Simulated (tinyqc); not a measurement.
Worked calculation: charge neutrality level from zone-averaged pseudopotential bands. Values are carried at full precision from step to step, so a last printed digit may differ when a step is redone from the rounded ones.

Empirical pseudopotential on the fcc lattice, atoms at +/- tau, tau = a (1,1,1)/8, no spin-orbit coupling. H(G,G') = c (2 pi/a)^2 |k + G|^2 delta + VS(q) cos(q.tau) + i VA(q) sin(q.tau), q = G - G', c = hbar^2/2m0; k and G in units of 2 pi/a; VS at |q|^2 = 3, 8, 11 and VA at 3, 4, 11, in rydberg, zero elsewhere. At each k the basis holds all G with |k + G|^2 up to 16; energies are counted from the fourth level at Gamma.

Mesh: k = sum_i (n_i + 1/2)/N b_i, n_i = 0 ... N - 1, b = (-1,1,1), (1,-1,1), (1,1,-1); points with the same sorted |kx|, |ky|, |kz| after folding to the shortest k + G are joined, with their count as weight. Neutrality (branch-point) level: E_N = (1/2) mean over k of [E5 + (E3 + E4)/2], E_n the n-th level from below.

Constants: hbar^2/2m0 = 3.80998211 eV angstrom^2; Ry = 13.60569312 eV.

Inputs chosen for the exercise (classic local form factors of the size used for Si, without spin-orbit coupling; the results hold for these values, not for the real material):
```
symbol  value                  unit      meaning
a       5.422                  angstrom  lattice constant
VS      (-0.214, 0.04, 0.079)  Ry        symmetric form factors
VA      (0, 0, 0)              Ry        antisymmetric form factors
mesh    3                                points along each reciprocal vector
```

## Levels on the mesh

Diagonalise at each joined point.

Levels (eV):
```
kx          ky      kz  weight       E3       E4      E5      E6
0.1667  0.1667  0.1667       2  -0.4519  -0.4519  2.8563  4.0909
0.5000  0.1667  0.1667       6  -2.0927  -1.8419  2.3646  4.5874
0.5000  0.5000  0.1667       6  -3.2275  -1.3722  2.8945  4.6148
0.5000  0.5000  0.5000       1  -1.2900  -1.2900  1.8231  3.9638
0.8333  0.1667  0.1667       6  -3.8328  -2.7151  1.3278  3.0804
0.8333  0.5000  0.1667       6  -4.2293  -2.9102  3.7448  4.1067
```

## Gaps

Level 5 at Gamma, at the lowest of (f,0,0) with f = 0.8, 0.85, 0.9, 1, and at (1/2,1/2,1/2).

gaps to Gamma, Delta/X, L (eV): [3.3841, 0.8138, 1.8231]

## The neutrality level

Energies are counted from the valence top at Gamma. E_N = (1/2) weighted mean of [E5 + (E3 + E4)/2]. Compare with half the smallest indirect gap, min(Delta/X, L)/2, and give the barrier for electrons in the limit of full pinning, min(gaps) - E_N.

mean of E5 = 2.5750 eV
mean of (E3 + E4)/2 = -2.5503 eV
E_N = 0.0123 eV
half the indirect gap = 0.4069 eV
pinned barrier for electrons = 0.8014 eV

E_N lies at 2 % of the gap from the valence top, so pinned contacts have the lower barrier for holes. The two estimates differ by 0.39 eV; both rules are good to a few tenths of an eV only, so a position within that distance of a band edge or of mid-gap is not settled. Local form factors place the indirect gaps only to a few tenths of an eV, and E_N moves with them. Spin-orbit coupling, left out, would lift the valence top by a third of its splitting.

## Checks

- Sum of the weights against N^3: both 27.

tinyqc: `OMP_NUM_THREADS=1 python tinyqc.py 1880820 1880821 out.jsonl`; about 0.08 s, one thread, shared Intel(R) Xeon(R) Processor @ 2.30GHz.
